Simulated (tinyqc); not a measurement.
Input admittance of a MOSFET at zero drain bias: distributed channel and distributed gate: one step of the calculation.

Source and drain grounded, strong inversion, w = 2 pi f, Cox = eps0 eox/tox. The channel is an RC line of resistance 1/(mu Cox Vo) per square fed from both ends, so one finger has the intrinsic admittance y = i w Cox L tanh(g)/g per width, g = (1/2) sqrt(i w tau), tau = L^2/(mu Vo). The vertical resistance rv/L is in series with y, the overlaps 2 i w Cov in parallel: y_t = 1/(1/y + rv/L) + 2 i w Cov. The gate strip is a line of Rsh/L per length loaded by y_t, so a finger has Y = y_t Wf tanh(k)/k, k = (Wf/sd) sqrt(y_t Rsh/L); the device has Nf Y.

Question. Input impedance of the device. k and Y as defined; Z = 1/(Nf Y) = R + 1/(i w C); Q = |Im Z|/R; signal at the point farthest from a contact |1/cosh k|.

Parameters, values chosen for the exercise; values of the order met in silicon radio-frequency transistors: channel length L = 0.91 um; finger width Wf = 14 um; number of fingers Nf = 64; sheet resistance of the gate Rsh = 33 ohm/square; number of ends at which a finger is contacted sd = 2; frequency f = 0.73 GHz.

y_t = 3.372880+86.456872i uS/um

Find: k; Nf Y; R; C; Q; signal at the far point.

Answer.

k = 0.2826+0.2718i
Nf Y = 6.94+76.92i mS
R = 1.164 ohm
C = 1.691e4 fF
Q = 11.08
signal at the far point = 0.9951

Computed by the program tinyqc: `OMP_NUM_THREADS=1 python tinyqc.py 2262134 2262135 out.jsonl`, one thread of a shared Intel Xeon 2.30GHz, about 0.01 s for the whole run.
